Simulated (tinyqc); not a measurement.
Inside a calculation. Model: AlGaN/GaN HEMT with access regions, lumped model.

Numbers from tinyqc (`OMP_NUM_THREADS=1 python tinyqc.py 2570082 2570083 out.jsonl`; about 0.02 s on one thread of a shared Intel Xeon 2.30GHz). Printed values are rounded.

A polarisation-induced electron sheet under a Schottky gate, in series with two ungated access regions and contacts. Drift law v = mu E/(1 + mu E/vs) under the gate. Currents in mA/mm, resistances in ohm mm. No self-heating, no channel-length modulation; fits for polarisation, barrier and offset are chosen for the exercise.

Inputs (values chosen for the exercise); values close to those of AlGaN/GaN structures:
- x = 0.28 (aluminium share of the barrier)
- d = 25 nm (barrier thickness)
- eps_r = 9.2 (relative permittivity of barrier and channel)
- mu = 1300 cm^2/(V s) (channel mobility)
- vs = 1.2e7 cm/s (saturation velocity)
- Lg = 1 um (gate length)
- Ls = 2 um (source access length)
- Ld = 16 um (drain access length)
- Rc = 0.47 ohm mm (resistance of each contact)
- ft = 0 (share of the drain-access electrons removed by traps)
- Vg = 0 V (gate voltage)
- Ec = 3.3 MV/cm (critical field)
- te = 0.15 um (depth over which the depleted charge spreads)
- tf = 300 nm (insulator under the field plate)
- ei = 7.5 (relative permittivity of that insulator)

Constants: q = 1.602176634e-19 C, eps0 = 8.8541878128e-14 F/cm where lengths are in cm. Results are converted to the units shown.

## Polarisation charge, threshold and sheet resistance

sigma = (5e13 x + 1.6e13 x^2) cm^-2, phiB = 0.84 + 1.3 x, dEc = 0.7 (1.71 x + x^2) in volts, Cb = eps0 eps_r/d, VT = phiB - dEc - q sigma/Cb, access density n0 = -Cb VT/q. Rsh = 1/(q mu n0); largest access current q n0 vs.

sigma = 1.52544e13 cm^-2
Cb = 0.325834 uF/cm^2
VT = -6.68686 V
n0 = 1.35991e13 cm^-2
Rsh = 353.051 ohm
q n0 vs = 2614.57 mA/mm

## On-resistance and breakdown

sigma = (5e13 x + 1.6e13 x^2) cm^-2, phiB = 0.84 + 1.3 x, dEc = 0.7 (1.71 x + x^2) in volts, Cb = eps0 eps_r/d, VT = phiB - dEc - q sigma/Cb, access density n0 = -Cb VT/q. Ron = 2 Rc + Ls/(q mu n0) + Ld/(q mu (1 - ft) n0) + Lg/(mu Cb (Vg - VT)). Off state: a depleted stretch that holds the voltage V has the peak field sqrt(k V), k = 2 q n0/(eps0 eps_r te), so one edge holds V1 = Ec^2/k. The sheet under the plate pinches off at Vf = q n0 (1/Cb + tf/(eps0 ei)); beyond it the gate edge is screened. BV = V1 if Vf >= V1, else Vf + V1, and at most Ec Ld. Specific resistance Ron (Ls + Lg + Ld); figure of merit BV^2 over it.

Ron = 7.64797 ohm mm
Vf = 105.118 V
V1 = 30.5356 V
BV = 30.5356 V
specific resistance = 1.45311 mohm cm^2
figure of merit = 0.641673 MW/cm^2

The plate pinches off too late to screen the gate edge, so it adds nothing.
